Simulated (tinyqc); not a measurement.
## Metal-interlayer-semiconductor contact, depinning against tunnelling resistance: contact resistivity against the interlayer thickness

Zero bias, n-type semiconductor. Gap states at the semiconductor surface thin out as exp(-be ti), which unpins the barrier; electrons must then cross the interlayer (a rectangular barrier, no voltage drop across it) and the parabolic depleted layer, both by WKB. Energies E are counted from the Fermi level; no image force, parabolic bands.

S = 1/(1 + (1/S0 - 1) exp(-be ti)); phiB = S (phiM - chi) + (1 - S)(Eg - E0); xi = Ec - EF deep inside, from Nd = Nc F(-xi/Vt), F(x) = (2/sqrt(pi)) int_0^infinity sqrt(u) du/(1 + exp(u - x)); band bending U = phiB - xi; E00 = (hbar/2) sqrt(Nd/(eps0 eps_r mt m0)) in volts; A = 4 pi q mA m0 kB^2/h^3. With U = phiB - xi: for xi < E < phiB, y = (E - xi)/U and G1 = (U/E00) [sqrt(1 - y) - y ln((1 + sqrt(1 - y))/sqrt(y))], G1 = 0 above phiB; G2 = 2 ti sqrt(mi max(phiB + dE - E, 0)/C), C = hbar^2/(2 m0); f = 1/(1 + exp(E/Vt)); 1/rho_c = (A T^2/Vt^2) times the integral of exp(-G1 - G2) f over E from xi upwards. Shares under 0.001 % are printed as 0; rows without band bending are left out.

Inputs (values chosen for the exercise); semiconductor values close to those of gallium arsenide; interlayer mass of the order of that in aluminium oxide, offset chosen freely: temperature T = 300 K; band gap Eg = 1.47 eV; relative permittivity eps_r = 13.1; electron affinity chi = 4.21 eV; conduction-band density of states at T Nc = 4.4e17 cm^-3; tunnelling mass in the semiconductor mt = 0.0644 m0; Richardson mass mA = 0.0687 m0; donor density Nd = 1.6e19 cm^-3; charge-neutrality level above the valence band E0 = 0.49 eV; pinning factor without interlayer S0 = 0.1; metal work function phiM = 4.43 eV; conduction-band offset of the interlayer above the semiconductor dE = 2.54 eV; tunnelling mass in the interlayer mi = 0.34 m0; decay constant of gap states through the interlayer be = 3.4 1/nm.

Constants: q = 1.602176634e-19 C, kB = 1.380649e-23 J/K, eps0 = 8.8541878128e-12 F/m, hbar = 1.054571817e-34 J s, h = 6.62607015e-34 J s, m0 = 9.1093837015e-31 kg, Vt = kB T/q, hbar^2/(2 m0) = 0.0380998212 eV nm^2. Results are converted to the units shown.

The same in every row: E00/Vt = 3.13.

Results:

| ti (nm) | S | phiB (eV) | rho_c (ohm cm^2) | rho_c with G2 = 0 (ohm cm^2) | peak of the integrand (eV) | share above phiB (%) |
|---|---|---|---|---|---|---|
| 0 | 0.100 | 0.904 | 2.76e-5 | 2.76e-5 | -0.00950 | 0 |
| 0.4 | 0.302 | 0.750 | 4.24e-4 | 5.48e-6 | -0.0103 | 0 |
| 1.2 | 0.868 | 0.320 | 0.0157 | 7.85e-8 | -0.0170 | 0.00217 |
| 1.6 | 0.962 | 0.249 | 0.398 | 4.13e-8 | -0.0178 | 0.0200 |
| 2 | 0.990 | 0.228 | 17.2 | 3.44e-8 | -0.0168 | 0.0441 |
| 2.4 | 0.997 | 0.222 | 871 | 3.28e-8 | -0.0151 | 0.0630 |
| 2.8 | 0.999 | 0.221 | 4.62e4 | 3.24e-8 | -0.0132 | 0.0802 |
| 3.2 | 1.00 | 0.220 | 2.48e6 | 3.23e-8 | -0.0114 | 0.0990 |

Estimate the missing row, ti = 0.8 nm.

Computed row:

| ti (nm) | S | phiB (eV) | rho_c (ohm cm^2) | rho_c with G2 = 0 (ohm cm^2) | peak of the integrand (eV) | share above phiB (%) |
|---|---|---|---|---|---|---|
| 0.8 | 0.628 | 0.503 | 0.00194 | 4.45e-7 | -0.0136 | 0 |

With this row back in the table: As ti goes from 0 to 3.2, phiB falls from 0.904 to 0.220 eV and rho_c rises from 2.76e-5 to 2.48e6 ohm cm^2. No thickness listed beats the bare contact: tunnelling through the layer costs more than the change of the barrier gains. The ratio of rho_c to its value with G2 = 0 runs from 1.00 to 7.67e13.

Range of the model: The depletion charge would drop about 0.30 V across such an interlayer (eps_r near 9) at ti = 1.2 nm and Nd = 1.6e19 cm^-3, against a band bending of 0.66 V; this model leaves that drop out.

tinyqc, about 0.03 s, one thread, Intel Xeon 2.30GHz (shared host): `OMP_NUM_THREADS=1 python tinyqc.py 2270107 2270108 out.jsonl`
